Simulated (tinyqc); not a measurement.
Inside a calculation. Model: resistance of a tapered via with liner, size effect and interface.

Computed by the program tinyqc: `OMP_NUM_THREADS=1 python tinyqc.py 2750122 2750123 out.jsonl`, one thread of a shared Intel Xeon 2.30GHz, about 0.01 s for the whole run. Printed values are rounded.

A round via whose diameter grows from db at the bottom as D(z) = db + 2 z/tan(ang). The fill, of diameter D - 2 tl, starts above the bottom liner (thickness fb tl) and has rho = rho0 (1 + ks lam/(D - 2 tl)); the sidewall liner conducts in parallel with it. The bottom liner and the interface are crossed over the full area pi db^2/4. Spreading in the lines above and below is left out.

Parameters, values chosen for the exercise; fill metal close to ruthenium:
- db = 22 nm (diameter at the bottom)
- hv = 47 nm (height)
- ang = 88 degrees (sidewall angle)
- rho0 = 7.79 uohm cm (bulk resistivity of the fill)
- lam = 6.46 nm (mean free path of the fill)
- ks = 0.9 (size-effect factor)
- tl = 0.5 nm (liner on the sidewall)
- fb = 0.7 (liner at the bottom over that on the sidewall)
- rl = 190 uohm cm (resistivity of the liner)
- ri = 4.4e-12 ohm cm^2 (interface resistivity at the bottom)
- Sb = 1.5e15 S/m^2 (ballistic conductance per area, about 3/(4 rho0 lam))

## Slices of the via

Slices between z0 = fb tl and hv, evaluated at their midpoints: conductance per length pi/4 [(D - 2 tl)^2/rho + (D^2 - (D - 2 tl)^2)/rl], slice resistance = slice height over that. 9 slices.

```
slice   z (nm)   D (nm)  rho (uohm cm)  slice resistance (ohm)
0      2.94167  22.2055        9.92582                 1.44946
1        8.125  22.5675        9.88997                 1.39629
2      13.3083  22.9295        9.85531                 1.34597
3      18.4917  23.2915        9.82176                 1.29830
4      23.6750  23.6535        9.78930                 1.25310
5      28.8583  24.0155        9.75785                 1.21020
6      34.0417  24.3775        9.72738                 1.16944
7      39.2250  24.7395        9.69783                 1.13070
8      44.4083  25.1015        9.66918                 1.09383
```

## Total resistance

R_fill = sum of the slices; R_bottom = rl fb tl/(pi db^2/4); R_interface = ri/(pi db^2/4); ballistic (Sharvin) limit 1/(Sb pi (db - 2 tl)^2/4); ideal cylinder rho0 hv/(pi db^2/4).

parts (ohm): fill 11.3473, bottom liner 1.74939, interface 1.15749
R = 14.2542 ohm
shares (%): fill 79.6068, bottom liner 12.2728, interface 8.1204
ballistic limit = 1.92478 ohm
ideal cylinder = 9.63164 ohm

The fill is the largest part, and R is 1.48 times the ideal cylinder. With 2000 slices R = 14.255 ohm.
